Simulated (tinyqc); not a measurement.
Fixed-moment scan: Stoner model of a band magnet at zero temperature. Computed by tinyqc, a small Python program. Command: `OMP_NUM_THREADS=1 python tinyqc.py 3025383 3025384 out.jsonl stoner walk`. One thread of a shared host (Intel(R) Xeon(R) Processor @ 2.30GHz), about 0.01 s of CPU time with the checks.

Five orbitals per spin share one band; u = (E - E_bottom)/W runs from 0 to 1, and the states per spin, atom and energy are g = 5 d(u)/W with d = (8/pi) sqrt(u (1 - u)). N(u) is the integral of d from 0. The moment m = n_up - n_down (electrons per atom) moves the fillings to n +/- m/10; the energy is E(m) = E_band(m) - I m^2/4.

Inputs (values chosen for the exercise, for a model d band): band width W = 4.6 eV; filling n per spin orbital = 0.64; Stoner parameter I = 0.566 eV.

Density of states: semi-elliptic.

Method. Solve N(u_F) = n; g_F = 5 d(u_F)/W; the Stoner product is I g_F. For a moment m the Fermi levels of the two spins lie W [u(n + m/10) - u(n - m/10)] =: Delta apart; gbar = m/Delta is the mean density of states between them. A solution has I gbar = 1, is stable where gbar falls with m, or sits at saturation m_max = 10 min(n, 1 - n) if I gbar > 1 there. E_band(m) = 5 W [e(n + m/10) + e(n - m/10) - 2 e(n)], e = integral of u d(u) up to the Fermi level.

Stoner product I g_F = 0.763819

Against the moment:

| m (mu_B) | Delta (eV) | I gbar | E(m) - E(0) (meV) |
|---|---|---|---|
| 0.18 | 0.1334 | 0.76368 | 1.42 |
| 0.54 | 0.4008 | 0.76259 | 12.80 |
| 1.08 | 0.8056 | 0.75880 | 51.74 |
| 1.62 | 1.2191 | 0.75214 | 118.51 |
| 2.16 | 1.6479 | 0.74188 | 216.28 |
| 2.70 | 2.1037 | 0.72644 | 350.59 |
| 3.24 | 2.6165 | 0.70089 | 531.94 |
| 3.60 | 3.1120 | 0.65475 | 692.77 |

What follows from these numbers?

I gbar runs between 0.655 and 0.764; the energy falls with m where it exceeds 1 and rises where it is below. The lowest row is m = 0.18, and no row lies below the paramagnet.

Extremes, crossings and ranges named in words are read from the listed rows.
